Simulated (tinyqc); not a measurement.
Born-Mayer model of an ionic crystal AB: one step, computed by the program tinyqc. Command: `OMP_NUM_THREADS=1 python tinyqc.py 3019231 3019232 out.jsonl bornmayer walk`. One thread of a shared host (Intel(R) Xeon(R) Processor @ 2.30GHz), about 0.01 s of CPU time with the checks.

Energies are per ion pair and r is the nearest distance of unlike ions.

Question. Under pressure. Madelung constant M, unlike neighbours z1, like neighbours z2 at f r, volume per pair: rock salt 1.747565, 6, 12, sqrt2, 2 r^3; caesium chloride 1.762675, 8, 6, 2/sqrt3, 8 r^3/(3 sqrt3); zinc blende 1.638055, 4, 12, sqrt(8/3), 16 r^3/(3 sqrt3). U(r) = -M z^2 e^2/(4 pi eps_0 r) + z1 lambda exp(-r/rho) + z2 [lambda2 exp(-f r/rho) - C/(f r)^6] (one mean like-ion term for both sublattices). With the volume written as c r^3, under pressure take the root at the minimum of the enthalpy and solve U'(r) + 3 c r^2 P = 0; H = U + P V; B = (U'' - 2 U'/r)/(9 c r).

Inputs (values chosen for the exercise, for a model salt):
```
quantity                        value           unit
ionic charge z                      2              -
unlike repulsion lambda           407             eV
range rho                       0.359       angstrom
like repulsion lambda2            119             eV
dispersion C between like ions     24  eV angstrom^6
pressure P                          2            GPa
```

Structure: rock salt. Short range: with like-ion terms.

Constants: e^2/(4 pi eps_0) = 14.39964548 eV angstrom; 1 eV/angstrom^3 = 160.2176634 GPa.

Give: distance at P; volume at P; enthalpy at P; bulk modulus at P.

Answer.

distance at P = 2.018 angstrom

volume at P = 16.44 angstrom^3

enthalpy at P = -40.86 eV per pair

bulk modulus at P = 206.0 GPa
